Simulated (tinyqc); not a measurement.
Configuration-coordinate model of carrier capture at a defect: sweeps and comparisons. A value that a table varies takes the place of the one given here.

Two parabolas of equal curvature k in one coordinate Q: with the carrier free at the band edge, U_f = k Q^2/2; with the carrier trapped, U_t = k (Q - dQ)^2/2 - ET. ER = k dQ^2/2, Huang-Rhys factor S = ER/hw, hw = 0.0646541 sqrt(k/M) eV for k in eV/angstrom^2 and M in u. The curves cross at a height Eb = (ER - ET)^2/(4 ER) above the free minimum.

Multiphonon factor for giving p = ET/hw phonons to the lattice: W = exp(-S (2 nb + 1)) ((nb + 1)/nb)^(p/2) I_p(x), nb = 1/(exp(hw/kT) - 1), x = 2 S sqrt(nb (nb + 1)), I_p the modified Bessel function. Classical limit: W = hw exp(-Eb/kT)/sqrt(4 pi ER kT). At T = 0: exp(-S) S^p/Gamma(p + 1).

Constants: kB = 8.617333262e-05 eV/K.

Parameters, chosen for this exercise (of the size met at a deep level in GaN; not measured data):
- ET = 0.67 eV (thermal depth of the level below the band edge)
- ER = 0.52 eV (relaxation energy)
- hw = 0.041 eV (phonon energy of the mode)
- T = 400 K (temperature)

## Capture against temperature

The local activation energy is -d ln W/d(1/kT), by central differences with T changed by 1 %.

Against T:
```
T (K)  kT/hw  log10 W  log10 W, classical  activation energy (eV)
40     0.084   -1.218              -1.926                  0.0000
60     0.126   -1.218              -1.560                  0.0000
80     0.168   -1.218              -1.396                  0.0000
120    0.252   -1.216              -1.256                  0.0002
160    0.336   -1.213              -1.205                  0.0003
220    0.462   -1.211              -1.182                  0.0001
300    0.631   -1.213              -1.183                 -0.0013
400    0.841   -1.224              -1.200                 -0.0043
550    1.156   -1.248              -1.232                 -0.0103
```

log10 W at T = 0 = -1.218
Eb = 0.0108 eV

At 40 K log10 W is -1.22, against -1.22 at T = 0 and -1.9 classically; at 550 K the two forms differ by -0.02. The activation energy read from an Arrhenius plot goes from 0.000 eV at 40 K to -0.010 at 550 K, with its largest value 0.000 at 160 K, against Eb = 0.011 eV; the classical form itself gives Eb - kT/2. With so low a barrier the slope says little about it.

## Capture against depth of the level

ET is varied at fixed ER, hw and T, as by moving the band edge with alloying or pressure.

Against ET:
```
ET/ER  ET (eV)  Eb (eV)  log10 W  log10 W, classical
0.10     0.052   0.1053   -2.330              -2.390
0.25     0.130   0.0731   -1.932              -1.985
0.50     0.260   0.0325   -1.443              -1.473
0.75     0.390   0.0081   -1.165              -1.166
1.00     0.520   0.0000   -1.086              -1.064
1.25     0.650   0.0081   -1.192              -1.166
1.50     0.780   0.0325   -1.470              -1.473
2.00     1.040   0.1300   -2.486              -2.701
3.00     1.560   0.5200   -6.059              -7.615
```

Capture is fastest at ET/ER = 1 among these rows, where the barrier vanishes or nearly so. The classical form is symmetric about ET = ER; the quantum one gives -1.44 at 0.5 and -1.47 at 1.5, against -1.47 for both. At ET = 3 ER it lies 1.6 decades above the classical value: deep levels capture by emitting many phonons, and the rate falls with depth by 6.9 decades per eV between the last two rows. Rows deeper than the gap of the host are formal.

## What each parameter does

Eb, log10 W and the full width 2.35482 sqrt(ER hw coth(hw/2kT)). Each row changes one parameter from the base and keeps the others.

Results:
```
case            Eb (eV)  log10 W  full width (eV)
base             0.0108   -1.224           0.4708
ET = 0.71 eV     0.0174   -1.300           0.4708
ER = 0.57 eV     0.0044   -1.166           0.4930
hw = 0.0492 eV   0.0108   -1.154           0.4811
T = 430 K        0.0108   -1.228           0.4848
```

The largest shifts from the base row, up to three for each result and ties (the steps differ in size, so this ranks the rows, not the parameters). Eb (eV): ET +0.0065, ER -0.0064; unchanged at the printed digits by hw and T. log10 W: ET -0.076, hw +0.070, ER +0.058. full width (eV): ER +0.0221, T +0.0140, hw +0.0102; unchanged at the printed digits by ET.

Program tinyqc; command `OMP_NUM_THREADS=1 python tinyqc.py 1481122 1481123 out.jsonl`; about 0.01 s on one thread of a shared Intel(R) Xeon(R) Processor @ 2.30GHz.
